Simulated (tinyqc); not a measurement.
Hopping conduction between localised states: one step, computed by the program tinyqc. Command: `OMP_NUM_THREADS=1 python tinyqc.py 3027635 3027636 out.jsonl hop walk`. One thread of a shared host (Intel(R) Xeon(R) Processor @ 2.30GHz), about 0.01 s of CPU time with the checks.

Energies are counted from the Fermi level. A small network shows the mechanism; the laws of an infinite system follow.

Problem. Variable-range laws. Mott: T_M = 21.2/(k_B g_0 xi^3), exponent (T_M/T)^(1/4), mean hop r = (3/8) xi times the exponent. Efros-Shklovskii: T_ES = 2.8 e^2/(4 pi eps eps_0 k_B xi), exponent (T_ES/T)^(1/2). Coulomb gap width g_0^(1/2) (e^2/(4 pi eps eps_0))^(3/2). The numerical coefficients come from percolation theory and are given.

Inputs (values chosen for the exercise, for a model amorphous semiconductor):

| quantity | value | unit |
|---|---|---|
| localisation length xi | 0.49 | nm |
| density of states g_0 | 4.6e+18 | 1/(eV cm^3) |
| permittivity eps | 11 | - |
| temperature T | 65 | K |

Dimension: 3D.

Constants: k_B = 8.617333262e-05 eV/K; e^2/(4 pi eps_0) = 14.39964548 eV angstrom.

Give: T_M; T_ES; Mott exponent; Efros-Shklovskii exponent; mean hop by the Mott formula; Coulomb gap.

Solution.

T_M = 4.546e+08 K

T_ES = 8681 K

Mott exponent = 51.43

Efros-Shklovskii exponent = 11.56

mean hop by the Mott formula = 9.449 nm

Coulomb gap = 3.212 meV

The larger exponent, here Mott, is the one that limits; the two are equal at T = 0.166 K, below which the Coulomb gap rules.
